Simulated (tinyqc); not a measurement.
How the errors depend on the field: Haynes-Shockley experiment: drift, diffusion and decay of a minority-carrier pulse. Computed by tinyqc, a small Python program. Command: `OMP_NUM_THREADS=1 python tinyqc.py 3112928 3112929 out.jsonl haynes walk`. One thread of a shared host (Intel(R) Xeon(R) Processor @ 2.30GHz), about 0.01 s of CPU time with the checks.

A thin sheet of excess carriers is made at x = 0, t = 0 in a long uniform bar; injection is low, so the pulse moves with the minority mobility.

Inputs (values chosen for the exercise, modelled on electrons in p-type germanium in a lightly doped bar):
```
quantity                       value         unit
minority mobility mu            3920   cm^2/(V s)
lifetime tau                     340  microsecond
temperature T                    250            K
field F                          7.4         V/cm
distance d to the collector     0.42           cm
injected sheet density N0    2.2e+09       1/cm^2
```

Constants: k_B = 8.617333262e-05 eV/K.

Method:
- D = mu k_B T/e, v = mu F.
- Transit time d/v, diffusion length sqrt(D tau), drift length v tau, Peclet number v d/D = e F d/(k_B T).
- dn(x, t) = N0/sqrt(4 pi D t) exp(-(x - v t)^2/(4 D t) - t/tau).
- At fixed x the signal peaks where d ln(dn)/dt = 0: a t^2 + t/2 - x^2/(4 D) = 0 with a = v^2/(4 D) + 1/tau.
- The full width at half maximum is found by solving dn(x, t) = peak/2 on both sides of the peak.
- With w that width: mu = d/(F t_p); D = (w d)^2/(16 ln2 t_p^3). The field is scaled by the factors listed.

D = 84.4499 cm^2/s

Errors of the simple reading:
```
factor  F (V/cm)   v d/D  v^2 tau/(4 D)  error of mu (%)  error of D (%)
0.5         3.70    72.1            212           1.6318          2.3728
0.7         5.18   101.0            415           1.1155          1.6905
1.0         7.40   144.3            847           0.7546          1.1807
1.5        11.10   216.4           1906           0.4894          0.7857
2.5        18.50   360.7           5293           0.2871          0.4706
4.0        29.60   577.1          13551           0.1771          0.2939
7.0        51.80  1009.9          41500           0.1003          0.1678
```

What does the comparison show, and why?

The error of mu falls from 1.63 to 0.100 %. For large v d/D it is about D/(v d) + 2 D/(v^2 tau), here 0.100 % in the last row: one part from spreading, one from recombination.

Extremes, crossings and ranges named in words are read from the listed rows.
